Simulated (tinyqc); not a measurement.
From results back to parameters: five-level k.p model folded onto the conduction band. Three cases, with inputs chosen for the exercise.

Problem. The levels are known; the mass and the g factor at E = Eg are given. Find Ep and Ep2.

Second-order sums for the lowest conduction level at E: 1/m = 1 + Cm + (Ep/3)(2/E + 1/(E + Dso)) - (Ep2/3)(2/(E7 + D2 - E) + 1/(E7 - E)); g/2 = 1 + Cg - (Ep/3)(1/E - 1/(E + Dso)) - (Ep2/3)(1/(E7 - E) - 1/(E7 + D2 - E)). E is counted from the top of the valence band; E = Eg at the edge.

Case 1.

Values chosen (near those of CdTe; shifted at random, so the results belong to these values and not to a real crystal):
- Eg = 1.605 eV (gap at Gamma to the s-like level)
- Dso = 0.913 eV (spin-orbit splitting)
- E7 = 5.46 eV (upper Gamma7 conduction level, from the valence top)
- D2 = 0.32 eV (its spin-orbit splitting, Gamma8 above Gamma7)
- Cm = -0.3 (remote term in 1/m)
- Cg = -0.02 (remote term in g/2)

m = 0.09682855 m0
g = -0.889512

Case 2.

Values chosen (near those of InAs; shifted at random, so the results belong to these values and not to a real crystal):
- Eg = 0.399 eV (gap at Gamma to the s-like level)
- Dso = 0.409 eV (spin-orbit splitting)
- E7 = 4.5 eV (upper Gamma7 conduction level, from the valence top)
- D2 = 0.16 eV (its spin-orbit splitting, Gamma8 above Gamma7)
- Cm = -1 (remote term in 1/m)
- Cg = 0 (remote term in g/2)

m = 0.02204299 m0
g = -16.888556

Case 3.

Values chosen (near those of GaSb; shifted at random, so the results belong to these values and not to a real crystal):
- Eg = 0.788 eV (gap at Gamma to the s-like level)
- Dso = 0.743 eV (spin-orbit splitting)
- E7 = 3.24 eV (upper Gamma7 conduction level, from the valence top)
- D2 = 0.36 eV (its spin-orbit splitting, Gamma8 above Gamma7)
- Cm = -2.7 (remote term in 1/m)
- Cg = -0.02 (remote term in g/2)

m = 0.03927098 m0
g = -9.525830

Find: coefficients of (Ep, Ep2); right-hand sides 1/m - 1 - Cm and 1 + Cg - g/2; Ep, Ep2.

Solution. Both sums are linear in Ep and Ep2, so two equations fix them.

Case 1.

coefficients of (Ep, Ep2) (1/eV):
```
         1         2
1  0.54775  -0.24615
2  0.07530   0.00663
```

right-hand sides 1/m - 1 - Cm and 1 + Cg - g/2: 9.6275  1.4248

Ep, Ep2 (eV): 18.70  2.50

Case 2.

coefficients of (Ep, Ep2) (1/eV):
```
         1         2
1  2.08339  -0.23774
2  0.42288   0.00305
```

right-hand sides 1/m - 1 - Cm and 1 + Cg - g/2: 45.3659  9.4443

Ep, Ep2 (eV): 22.30  4.60

Case 3.

coefficients of (Ep, Ep2) (1/eV):
```
         1         2
1  1.06375  -0.37302
2  0.20529   0.01740
```

right-hand sides 1/m - 1 - Cm and 1 + Cg - g/2: 27.1641  5.7429

Ep, Ep2 (eV): 27.50  5.60

Computed by tinyqc, one run a case: `OMP_NUM_THREADS=1 python tinyqc.py N N+1 out.jsonl` with N = 1080401, 1080418, 1080426; one thread of a shared Intel(R) Xeon(R) Processor @ 2.30GHz, about 0.01 s a run at most.
